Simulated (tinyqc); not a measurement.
Inside a calculation. Method: Hubbard ring of 5 sites. One step of it, computed by the program tinyqc.

Question. Mean-field iteration 1. H(up) = T + U n(down), H(down) = T + U n(up); fill the lowest levels; n(new) = n + mixing (n(out) - n); E = tr T (rho up + rho down) + U sum n_up n_down of the output.

one-body matrix (hopping and site energies) (eV):
```
           1          2          3          4          5
1   0.000000  -1.800000   0.000000   0.000000  -1.800000
2  -1.800000   0.000000  -1.800000   0.000000   0.000000
3   0.000000  -1.800000   0.000000  -1.800000   0.000000
4   0.000000   0.000000  -1.800000   0.000000  -1.800000
5  -1.800000   0.000000   0.000000  -1.800000   0.000000
```

U = 11.700000 eV

electrons, up and down: 3  3

mixing = 1

n(up) at the start (a guess, not normalised): 1 1.000000, 2 0.150000, 3 1.000000, 4 0.150000, 5 1.000000

n(down) at the start (a guess): 1 0.150000, 2 1.000000, 3 0.150000, 4 1.000000, 5 0.150000

Give: levels, up; levels, down; energy; n(up) after iteration 1; n(down) after iteration 1.

Answer.

levels, up (eV): -0.4012  1.2542  3.1749  12.0801  12.5570

levels, down (eV): 0.8041  1.4853  10.1571  12.3938  13.7697

energy = 7.5778 eV

n(up) after iteration 1: 1 0.9692, 2 0.0566, 3 0.9484, 4 0.0566, 5 0.9692

n(down) after iteration 1: 1 0.4936, 2 0.9557, 3 0.1015, 4 0.9557, 5 0.4936
